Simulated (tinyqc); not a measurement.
What each parameter does: three-level Kane dispersion of a narrow-gap semiconductor.

Zero of energy at Gamma8, c = hbar^2/2m0, P^2 = Ep c. The free-electron term and remote bands are left out, so the heavy holes are flat at E = 0 and the other three bands obey E (E - Eg)(E + Dso) = P^2 k^2 (E + 2 Dso/3). The conduction band is the highest root; its edge is Ec = max(Eg, 0).

Degenerate electrons at T = 0: kF = (3 pi^2 n)^(1/3), 1 cm^-3 = 1e-24 angstrom^-3; EF is the highest root at kF. The momentum (cyclotron, optical) mass is m(E) = hbar^2 k/(dE/dk) = c d(k^2)/dE with d(k^2)/dE = k^2 [1/E + 1/(E - Eg) + 1/(E + Dso) - 1/(E + 2 Dso/3)]; the density of states is k d(k^2)/dE/(2 pi^2).

Edge mass m0* = Eg (Eg + Dso)/(Ep (Eg + 2 Dso/3)).
Constants: hbar^2/2m0 = 3.80998211 eV angstrom^2.

Values chosen for the exercise (near those of InSb; not measured data): Eg = 0.228 eV (E(Gamma6) - E(Gamma8)); Dso = 0.84 eV (spin-orbit splitting); Ep = 23.1 eV (Kane energy); n = 7.4e+16 cm^-3 (electron density).

Edge mass, EF - Ec and m(EF).

One parameter was then changed.

Results before and after:
```
case     m0* (m0)  EF - Ec (meV)  m(EF) (m0)
base      0.01338          41.23     0.01778
changed   0.01574          35.71     0.02024
```

Which of these changes was made? (a) n = 1.48e+17 cm^-3; (b) Eg = 0.1938 eV; (c) Dso = 0.966 eV; (d) Ep = 19.635 eV.

Answer: (d) Ep = 19.635 eV. Of the candidates, run in turn, only this one gives the changed row.

All candidates:
```
case                m0* (m0)  EF - Ec (meV)  m(EF) (m0)
base                 0.01338          41.23     0.01778
n = 1.48e+17 cm^-3   0.01338          61.27     0.01988
Eg = 0.1938 eV       0.01151          45.88     0.01648
Dso = 0.966 eV       0.01351          40.83     0.01795
Ep = 19.635 eV       0.01574          35.71     0.02024
```

Program tinyqc; command `OMP_NUM_THREADS=1 python tinyqc.py 1080955 1080956 out.jsonl`; about 0.01 s on one thread of a shared Intel(R) Xeon(R) Processor @ 2.30GHz.
